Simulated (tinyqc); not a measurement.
Conductance against temperature: phonon transmission through an interface between two chains by Green functions. Computed by tinyqc, a small Python program. Command: `OMP_NUM_THREADS=1 python tinyqc.py 3021396 3021397 out.jsonl agf walk`. One thread of a shared host (Intel(R) Xeon(R) Processor @ 2.30GHz), about 0.01 s of CPU time with the checks.

Two semi-infinite chains (masses m_1, m_2; springs k_1, k_2), motion along the chain. The central region holds the end atom of each chain and three interlayer atoms of mass m_b, joined by springs k_b. lambda = omega^2 in eV/(angstrom^2 u); nu = 15.6333042 THz x sqrt(lambda).

Inputs (values chosen for the exercise, for two model chains):
```
quantity                          value           unit
mass m_1                           66.5              u
spring k_1                         4.37  eV/angstrom^2
mass m_2                           38.4              u
spring k_2                         8.57  eV/angstrom^2
junction spring k_b                5.56  eV/angstrom^2
interlayer mass m_b                74.3              u
probe frequency / lower band top   0.85              -
```

Atoms in the interlayer: three.

Constants: nu for 1 eV/(angstrom^2 u) = 15.6333042 THz; h x 1 THz = 4.135667696 meV; k_B = 8.617333262e-05 eV/K; k_B = 1.380649e-23 J/K; h = 6.62607015e-34 J s.

Method:
- nu_max = 15.6333042 THz x 2 sqrt(k/m); impedance Z = sqrt(k m); long-wave transmission 4 Z_1 Z_2/(Z_1 + Z_2)^2; the probe frequency is the given share of the lower band top.
- In chain i, sin(q_i a/2) = nu/nu_max,i. An outgoing wave makes the next atom move as exp(i q_i a) times the end atom, so the lead adds the self-energy Sigma_i = -k_i exp(i q_i a) to the force-constant matrix; Gamma_i = -2 Im Sigma_i = 2 k_i sin(q_i a).
- A = lambda M - K - Sigma over the central atoms, with K_ii the sum of the springs at i, K_(i,i+1) = -k_b; G = inverse of A; transmission = Gamma_1 Gamma_2 |G_(first,last)|^2.
- Landauer conductance G = k_B int tau(nu) x^2 e^x/(e^x - 1)^2 d nu, x = h nu/(k_B T), from 0 to the lower band top (240 Gauss-Legendre points in s from 0 to 1, nu = nu_top sin(pi s/2)); tau is the transmission, and its thermal mean is G over the value for tau = 1 in the same window; the quantum is g_0 = pi^2 k_B^2 T/(3 h).

band top of chain 1 = 8.01513 THz

band top of chain 2 = 14.7709 THz

Conductance:
```
T (K)  G (pW/K)  mean transmission    G/g_0  G for transmission 1 (pW/K)
1       0.94549            0.99901  0.99901                      0.94643
5        4.7246            0.99840  0.99840                       4.7322
20       18.764            0.99128  0.99128                       18.929
50       45.808            0.97840  0.96802                       46.819
100      75.886            0.95641  0.80181                       79.345
200      94.599            0.94193  0.49977                       100.43
400      101.10            0.93704  0.26706                       107.89
800      102.89            0.93571  0.13589                       109.96
```

What does the comparison show, and why?

At 1 K G/g_0 = 0.999; as T goes to 0 it tends to the long-wave transmission, where only the impedances count. Towards high T all modes count more and more alike; at 800 K G is 103 pW/K and the mean transmission is 0.936, which is at least 0.7 of the low-T value.

Extremes, crossings and ranges named in words are read from the listed rows.
